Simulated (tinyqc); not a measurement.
Starting guesses with plain Roothaan steps: SCF starting guesses in the sto-3g basis, for H2+, spin multiplicity 2. Computed by the program tinyqc with PySCF. UHF with one setting changed at a time; a run stops when the energy changes by less than 1e-09 hartree and the error matrix is below 1e-5. Starts: the lowest orbitals of the core Hamiltonian, of the Wolfsberg-Helmholz matrix (K = 1.75), projected atomic densities, random orbitals, and the highest orbitals of the core Hamiltonian (a deliberately bad start).

Geometry (angstrom):

| atom | x | y | z |
|---|---|---|---|
| H | 0.0000 | 0.0000 | 0.0000 |
| H | 0.0000 | 0.0000 | 1.0270 |

lowest solution found by these runs and by PySCF with stability checks = -0.582393 hartree

Largest element of the error matrix X^T (FDS - SDF) X:

| iteration | core | Wolfsberg-Helmholz | atomic densities | random | highest core orbitals |
|---|---|---|---|---|---|
| 1 | 1.1e-16 | 1.0e-16 | 1.0e-16 | 2.0e-01 | 9.9e-17 |
| 2 | 0.0e+00 | 1.3e-16 | 0.0e+00 | 2.0e-01 | 1.3e-16 |
| 3 | - | - | 1.0e-16 | 1.0e-01 | 1.4e-16 |
| 4 | - | - | - | 4.8e-02 | - |
| 5 | - | - | - | 2.2e-02 | - |
| 6 | - | - | - | 1.0e-02 | - |
| 8 | - | - | - | 2.1e-03 | - |
| 10 | - | - | - | 4.3e-04 | - |
| 14 | - | - | - | 1.9e-05 | - |

How each run ends:

| run | iterations | E (hartree) | state |
|---|---|---|---|
| core | 2 | -0.582393 | lowest found |
| Wolfsberg-Helmholz | 2 | -0.582393 | lowest found |
| atomic densities | 3 | -0.582393 | lowest found |
| random | 15 | -0.582393 | lowest found |
| highest core orbitals | 3 | -0.582393 | lowest found |

What does the comparison show, and why?

5 of 5 runs reach the lowest solution found, in 2 to 15 iterations (fastest: core, Wolfsberg-Helmholz). The first errors are 1e-16, 1e-16, 1e-16, 2e-01, 1e-16; the deliberately bad start has the smallest one, so a small first error does not mark a good start.
